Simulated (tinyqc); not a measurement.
Off-state leakage of single and stacked transistors: two steps of the calculation.

n-channel devices of unit width. Subthreshold current I(Vg, Vs, Vd) = I0 (T/300 K)^0.5 exp[(Vg - Vs - VT(T) - gb (Vs - Vb) + dd (Vd - Vs))/(nf Vt)] (1 - exp(-(Vd - Vs)/Vt)), VT(T) = VT - cT (T - 300 K). Gate-edge tunnelling Ig (Vd/1 V) exp(ag (Vd - 1 V)), for a gate at 0 V, and band-to-band leakage Ab u exp(-Bb/u), u = Vd - Vb + 1 V, flow at a drain held at V; both are taken as independent of T. In a stack of off transistors (all gates at 0 V) the same subthreshold current passes through each.

Parameters, values chosen for the exercise; values of the order met in bulk silicon logic transistors:
- T = 378 K (temperature)
- V = 0.8 V (supply voltage)
- VT = 0.33 V (threshold at 300 K, zero drain and body bias)
- cT = 0.8 mV/K (fall of the threshold with temperature)
- I0 = 0.15 uA/um (current at threshold at 300 K)
- nf = 1.22 (slope factor)
- dd = 0.05 (drain-induced lowering per volt)
- gb = 0.21 (rise of the threshold per volt of source-body bias)
- Ig = 5e-6 uA/um (gate-edge tunnelling current at 1 V)
- ag = 5.9 1/V (exponential slope of the gate current)
- Ab = 100 uA/(um V) (prefactor of band-to-band leakage at the drain)
- Bb = 19 V (its exponential voltage)
- Vb = -0.3 V (body voltage)

Constants: q = 1.602176634e-19 C, kB = 1.380649e-23 J/K, Vt = kB T/q. Results are converted to the units shown.

Problem 1. Leakage of one transistor. Vg = Vs = 0, Vd = V; effective threshold VT(T) - gb Vb - dd V.

Wanted: effective threshold; parts; total; shares.

Solution 1.

effective threshold = 0.29060 V
parts (nA/um): subthreshold 0.11232, gate edge 0.0012291, band-to-band 24.711
total = 24.824 nA/um
shares (%): subthreshold 0.45246, gate edge 0.0049512, band-to-band 99.543

The band-to-band part is the largest.

Problem 2. New Vx. Stack of two, Vx the node between them: I_low = I(0, 0, Vx), I_up = I(0, Vx, V), f = ln(I_up/I_low), f' = -(1 + gb + 2 dd)/(nf Vt) - 1/(Vt (exp(Vx/Vt) - 1)) - 1/(Vt (exp((V - Vx)/Vt) - 1)), Vx(new) = Vx - f/f'.

Vx after iteration 1 = 0.040040341 V

Give: I_low; I_up; f; f'; Vx after iteration 2.

Solution 2.

I_low = 0.03054 nA/um
I_up = 0.03156 nA/um
f = 0.03268
f' = -45.66 1/V
Vx after iteration 2 = 0.04076 V

tinyqc, about 0.03 s, one thread, Intel Xeon 2.30GHz (shared host): `OMP_NUM_THREADS=1 python tinyqc.py 2242031 2242032 out.jsonl`
